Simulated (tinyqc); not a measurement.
Hot electrons in a saturated n-channel MOSFET, lucky-electron model: two steps of the calculation.

Beyond pinch-off the lateral field grows as Esat cosh(y/l) over the velocity-saturated region (pseudo-two-dimensional model). Impact ionisation in this region gives the substrate current, which biases the body forward through Rsub. Currents are per width. Local-field laws: they overstate ionisation when the field peak is narrower than an energy relaxation length.

Values chosen for this exercise; values close to those of silicon n-channel devices:
```
symbol,value,unit,meaning
L,0.8,um,channel length
tox,15,nm,oxide thickness
VT,0.69,V,threshold
vs,7.6e6,cm/s,saturation velocity
Ai,2e6,1/cm,ionisation prefactor
Bi,1.73,MV/cm,ionisation field
Rd,200,ohm um,resistance of the lightly doped drain
Rsub,4800,ohm um,substrate resistance
kb,0.34,,fall of VT per volt of forward body bias
lm,9.6,nm,hot-electron mean free path
pb,3.2,V,oxide barrier
Cg,0.0039,,prefactor of the gate current
m,2.9,,lifetime exponent
Hl,15000,s uA/um,lifetime constant
Vd,3.9,V,drain voltage
Vg,2.9,V,gate voltage
```

Constants: eps0 = 8.8541878128e-14 F/cm where lengths are in cm. Results are converted to the units shown.

Problem 1. Body bias from the substrate current. Cox = 3.9 eps0/tox. Overdrive g = Vg - VT + kb Vb; Vdsat = g Esat L/(g + Esat L); Id = Cox vs (g - Vdsat); dV = Vd - Id Rd - Vdsat; Em = sqrt((dV/l)^2 + Esat^2); Isub = Id (Ai/Bi) l Em exp(-Bi/Em). Vb(new) = Rsub Isub.

Vb at the start = 0 V
l = 108.16654 nm
Esat = 0.044705882 MV/cm

Give: Vdsat; Id; dV; Em; Isub; Vb after iteration 1.

Solution 1.

Vdsat = 1.3659 V
Id = 147.67 uA/um
dV = 2.5045 V
Em = 0.23582 MV/cm
Isub = 0.28374 uA/um
Vb after iteration 1 = 0.0013620 V

Problem 2. Gate current, lifetime and channel shortening. Ig = Cg Id exp(-pb/(lm Em)); lifetime tau = (Hl/Id)(Isub/Id)^(-m); length of the saturated region dL = l ln[(dV/l + Em)/Esat]. 1 year = 3.15576e7 s.

Id = 147.72488 uA/um
dV = 2.5043333 V
Em = 0.23580238 MV/cm
Isub = 0.28366856 uA/um
l = 108.16654 nm
Esat = 0.044705882 MV/cm

Give: Isub/Id; Ig; tau; dL.

Solution 2.

Isub/Id = 0.0019202
Ig = 0.41809 pA/um
tau = 243.11 years
dL = 253.86 nm

The lifetime exceeds ten years.

Program tinyqc, `OMP_NUM_THREADS=1 python tinyqc.py 2550008 2550009 out.jsonl`; Intel Xeon 2.30GHz, shared host, one thread, about 0.01 s.
